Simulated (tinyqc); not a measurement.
Field, mass and barrier from the scaled variables.

Question. A barrier edge falls as U0 - F x over a width d with F = V/d. With e = (C F^2/m1)^(1/3), C = hbar^2/(2 m0), the Airy arguments at its edges are z1 = (U0 - E)/e and z2 = (U0 - V - E)/e. Find e, m1 and U0.

Parameters, values chosen for the exercise:
```
symbol  value  unit                     meaning
E       0.871    eV             electron energy
d         1.9    nm               barrier width
V       0.096     V  voltage across the barrier
```

Constants: q = 1.602176634e-19 C, hbar = 1.054571817e-34 J s, m0 = 9.1093837015e-31 kg, hbar^2/(2 m0) = 0.0380998212 eV nm^2. Results are converted to the units shown.

z1 and z2: [4.6011350, 3.5715104]

Answer. z1 - z2 = V/e gives e, its definition gives m1, and U0 = E + z1 e.

e = 0.09324 eV
m1 = 0.1200 m0
U0 = 1.300 eV

Numbers from tinyqc (`OMP_NUM_THREADS=1 python tinyqc.py 2580113 2580114 out.jsonl`; about 0.01 s on one thread of a shared Intel Xeon 2.30GHz).
